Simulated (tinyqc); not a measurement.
# Capacitance measurement on a leaky thin oxide: effects of series resistance and leakage: effect of the series resistance

The device is a capacitance C in parallel with a leakage conductance G, in series with Rs and Ls. An impedance meter reports either a parallel pair (Cp, Gp) from Y = 1/Z = Gp + i w Cp or a series pair (Cs, Rm) from Z = Rm + 1/(i w Cs); w = 2 pi f, dissipation D = Gp/(w |Cp|).

EOT = 3.9 tox/eox; CET = EOT + zc + zp; C = 3.9 eps0 A/CET; G = Jg A/Vs. Z = Rs + i w Ls + 1/(G + i w C); CET read from Cp = 3.9 eps0 A/Cp; errors under 0.001 % are printed as 0.

Values chosen for this exercise; values of the order met in thin-oxide MOS capacitors:
```
symbol,value,unit,meaning
eox,21.5,,relative permittivity of the gate insulator (close to hafnium oxide)
tox,5.4,nm,insulator thickness
A,100,um^2,gate area
zc,0.3,nm,oxide-equivalent thickness added by the accumulation layer
zp,0,nm,oxide-equivalent thickness added by gate depletion
Jg,1.7,A/cm^2,"gate leakage current density, not matched to the thickness"
Vs,0.3,V,voltage for an e-fold rise of the leakage
Ls,0,nH,series inductance
f,50000,Hz,measuring frequency
```

Constants: eps0 = 8.8541878128e-14 F/cm where lengths are in cm. Results are converted to the units shown.

The same in every row: C (pF) = 2.699; Cs (pF) = 123.3.

Results:
```
Rs (ohm)	Cp (pF)	D	error of Cp (%)	error of Cs (%)	CET read from Cp (nm)
1	2.699	6.684	-1.13e-3	4470	1.280
3	2.699	6.684	-3.40e-3	4470	1.280
10	2.698	6.684	-0.0113	4470	1.280
30	2.698	6.685	-0.0340	4470	1.280
100	2.696	6.688	-0.113	4470	1.281
1000	2.668	6.722	-1.12	4470	1.294
3000	2.609	6.800	-3.32	4470	1.323
```

Estimate the missing row, Rs = 300 ohm.

Computed row:
```
Rs (ohm)	Cp (pF)	D	error of Cp (%)	error of Cs (%)	CET read from Cp (nm)
300	2.690	6.695	-0.339	4470	1.284
```

With this row back in the table: As Rs goes from 1 to 3000, the error of Cp goes from -0.00113 to -3.32 %, that of Cs from 4470 to 4470 %, and D rises from 6.68 to 6.80. The CET read from Cp goes from 1.28 to 1.32 nm against the true 1.28 nm. Rs does not enter the imaginary part of Z, so Cs does not depend on it. In every row D exceeds 1, where the accuracy of real meters degrades in proportion to sqrt(1 + D^2).

Computed by the program tinyqc: `OMP_NUM_THREADS=1 python tinyqc.py 2022179 2022180 out.jsonl`, one thread of a shared Intel Xeon 2.30GHz, about 0.01 s for the whole run.
